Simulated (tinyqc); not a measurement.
Orbital energy against energy difference: ionisation energy by orbital energies and by energy differences in the cc-pvdz basis, for H4, spin multiplicity 1. Computed by the program tinyqc with PySCF. 

Geometry (angstrom):

| atom | x | y | z |
|---|---|---|---|
| H | 0.0000 | 0.0000 | 0.0000 |
| H | 0.0000 | 0.0000 | 0.7880 |
| H | 0.0000 | 0.0000 | 1.7310 |
| H | 0.0000 | 0.0000 | 2.5200 |

CCSD(T) difference in the same basis = 12.8424 eV

IP-EOM-CCSD = 12.8737 eV

The cation is unrestricted; errors are against CCSD(T) in this basis, not against experiment.

First vertical ionisation energy (eV):

| method | -e(HOMO) | E(cation) - E | error of -e(HOMO) | error of the difference |
|---|---|---|---|---|
| HF | 12.901 | 12.01756 | 0.059 | -0.825 |
| LDA | 7.903 | 12.52234 | -4.940 | -0.320 |
| PBE | 8.007 | 12.60187 | -4.835 | -0.241 |
| B3LYP | 9.231 | 12.81776 | -3.611 | -0.025 |
| PBE0 | 9.392 | 12.69364 | -3.450 | -0.149 |
| CAM-B3LYP | 10.831 | 12.77893 | -2.012 | -0.063 |
| LC-wPBE | 12.210 | 12.80754 | -0.633 | -0.035 |

Koopmans errs by +0.06 eV and Delta-HF by -0.82 eV: relaxation, 0.88 eV, lowers the value and the missing correlation difference works against it. The PBE level is off by -4.8 eV through the wrong tail of its potential, though its energy difference is off by -0.24 eV; exact exchange deepens the level, and among the orbital energies HF comes closest; among the differences B3LYP does.
